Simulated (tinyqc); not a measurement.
Interface roughness in a thin film (subband fluctuation and scattering), step by step. Values are carried at full precision from step to step, so a last printed digit may differ when a step is redone from the rounded ones.

Square well of width t, barriers V0, c = hbar^2/2m0: E1 solves k t + 2 atan[(k/mz)/(kappa/mb)] = pi, k = sqrt(mz E/c), kappa = sqrt(mb (V0 - E)/c). One interface is rough, so the subband edge fluctuates by G dt with G = |dE1/dt| (central difference of 0.01 angstrom; 2 E1/t for hard walls).

Constants: hbar^2/2m0 = 3.80998211 eV angstrom^2; e^2/(4 pi eps0) = 14.39964547 eV angstrom; hbar = 6.58211957e-16 eV s.

Parameters, chosen for this exercise (near those of a thin Si channel on (100), two-fold valleys; not measured data):
```
symbol  value  unit         meaning
t       36     angstrom     film thickness
mz      0.928  m0           confinement mass
V0      3.13   eV           barrier
mb      0.53   m0           barrier mass
D       2.4    angstrom     rms height of the roughness
md      0.185  m0           mass in the plane
gv      2                   valleys
Lc      8      angstrom     correlation length
Ns      1.5    x 1e12/cm^2  sheet density
eps     8.1                 mean dielectric constant at the channel
Lg      200    angstrom     gate length
Wg      150    angstrom     gate width
```

## Sensitivity of the level to thickness

Give E1, G, the hard-wall values and the rms fluctuation G D.

E1 = 28.46 meV
G = |dE1/dt| = 1.5077 meV/angstrom

hard walls: E1 (meV) and G (meV/angstrom): [31.266, 1.737]

G D = 3.62 meV

Hard walls overstate G by a factor 1.15, and the scattering rate, which goes as G^2, by 1.33.

## The angular integrand

Gaussian roughness spectrum S(q) = pi D^2 Lc^2 exp(-q^2 Lc^2/4). Degenerate gas, taken to fill one subband (the second starts to fill once c kF^2/md exceeds E2 - E1, which is not tested here): kF = sqrt(2 pi Ns/gv), q = 2 kF sin(theta/2), 1/tau = (md/(2 pi c hbar)) G^2 times the integral from 0 to pi of S(q)(1 - cos theta)/eps(q)^2 dtheta, eps(q) = 1 + qs/q with screening (qs = gv md q0/(c eps), q0 = e^2/(4 pi eps0), form factors left out, which overstates the screening; other scattering is left out too, so these values lie far above measured mobilities in all but the thinnest films) or 1 without; mobility = tau c2/md with c2 = e/m0 = 1.75882e15 cm^2/(V s^2); 1e12/cm^2 = 1e-4/angstrom^2.

kF, qs, and exp(-q^2 Lc^2/4)(1 - cos theta) without and with the factor 1/eps^2 at theta = 30, 60, ..., 180 degrees.

kF = 0.02171 1/angstrom
qs = 0.1726 1/angstrom

Integrand:
```
theta  q (1/angstrom)   bare  eps(q)  screened
30             0.0112  0.134   16.36  0.000499
60             0.0217  0.496    8.95   0.00619
90             0.0307  0.985    6.62    0.0225
120            0.0376   1.47    5.59    0.0469
150            0.0419   1.81    5.12    0.0693
180            0.0434   1.94    4.98    0.0784
```

kF Lc = 0.17: the roughness is short-ranged for these electrons, and back-scattering dominates.

## Scattering time and mobility

Integrate over theta.

Results:
```
case      integral   tau (fs)  mobility (cm^2/(V s))
bare         3.071  1.053e+04              1.001e+05
screened   0.09662  3.348e+05              3.183e+06
```

Screening raises the mobility by a factor 31.8. With it kF l = 9.87e+03, so by this rate the carriers are far from localisation. Phonons, and the gate field that presses carriers to the wall, limit real channels far below this value.

## Threshold variation

Averaged over an area A = Lg Wg much larger than Lc^2, the thickness varies by D sqrt(pi Lc^2/A), so sigma(Vt) = G D Lc sqrt(pi/A)/e; the Pelgrom coefficient is sigma sqrt(A) (1 micrometre = 1e4 angstrom).

rms of the mean thickness = 0.196 angstrom
sigma(Vt) = 0.296 mV
coefficient = 0.00513 mV micrometre

The electrostatic effect of the thickness is left out.

## Checks

- G from the envelope at the wall, psi(t/2)^2 (E1 + c mz (kappa/mb)^2), against the difference quotient, meV/angstrom: both 1.508.
- Bare integral for Lc -> 0 against pi: both 3.1416.

tinyqc: `OMP_NUM_THREADS=1 python tinyqc.py 1280213 1280214 out.jsonl`; about 0.01 s, one thread, shared Intel(R) Xeon(R) Processor @ 2.30GHz.
